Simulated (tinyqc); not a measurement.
Energies of the polytypes: polytypes and stacking faults of a tetrahedral semiconductor in an axial Ising model with couplings up to third neighbours. Computed by tinyqc, a small Python program. Command: `OMP_NUM_THREADS=1 python tinyqc.py 3020966 3020967 out.jsonl polytype walk`. One thread of a shared host (Intel(R) Xeon(R) Processor @ 2.30GHz), about 0.01 s of CPU time with the checks.

Each double layer has s = +1 or -1 for the sense of its stacking step; E per pair of atoms = E0 - sum_n J_n <s_i s_(i+n)>, n = 1, 2, 3. Hexagonality h = (1 - <s_i s_(i+1)>)/2.

Inputs (values chosen for the exercise, of the order of those of ZnS for J, a, G and the gaps):
```
quantity     value      unit
J1             2.1  meV/pair
J2         -0.0879  meV/pair
J3            0.05  meV/pair
gap of 3C     3.72        eV
gap of 4H      3.8        eV
```

Method. E - E(3C) = sum_n J_n (1 - C_n), C_n = <s_i s_(i+n)>. The gap is taken linear in h between 3C (h = 0) and 4H (h = 1/2), a rough rule, with a dash beyond.

correlations of the repeat units 3C (+), 2H (+-), 4H (++--), 6H (+++---), 15R (+++--), 8H (++++----), 21R (++++---), 9R (++-):
```
        n = 1     n = 2     n = 3
3C    1.00000   1.00000   1.00000
2H   -1.00000   1.00000  -1.00000
4H    0.00000  -1.00000   0.00000
6H    0.33333  -0.33333  -1.00000
15R   0.20000  -0.60000  -0.60000
8H    0.50000   0.00000  -0.50000
21R   0.42857  -0.14286  -0.71429
9R   -0.33333  -0.33333   1.00000
```

Polytypes:
```
polytype       h  E - E(3C) (meV/pair)  gap by the linear rule (eV)
3C        0.0000                0.0000                       3.7200
2H        1.0000                4.3000                            -
4H        0.5000                1.9742                       3.8000
6H        0.3333                1.3828                       3.7733
15R       0.4000                1.6194                       3.7840
8H        0.2500                1.0371                       3.7600
21R       0.2857                1.1853                       3.7657
9R        0.6667                2.6828                            -
```

E(2H) - E(3C) = 4.3 meV/pair

E(4H) - E(3C) = 1.9742 meV/pair

E(6H) - E(3C) = 1.3828 meV/pair

What does the comparison show, and why?

The lowest is 3C, 1.037 meV/pair below 8H. J1/|J2| = 23.89: for J3 = 0 and J2 < 0 the ground state is 2H below -2, 4H between -2 and 2, and 3C above 2; at 2 itself all periods with bands of two or more layers are degenerate. Four or more polytypes lie within 1.5 meV/pair, so small a spread that growth kinetics and seeds can decide.

Extremes, crossings and ranges named in words are read from the listed rows.
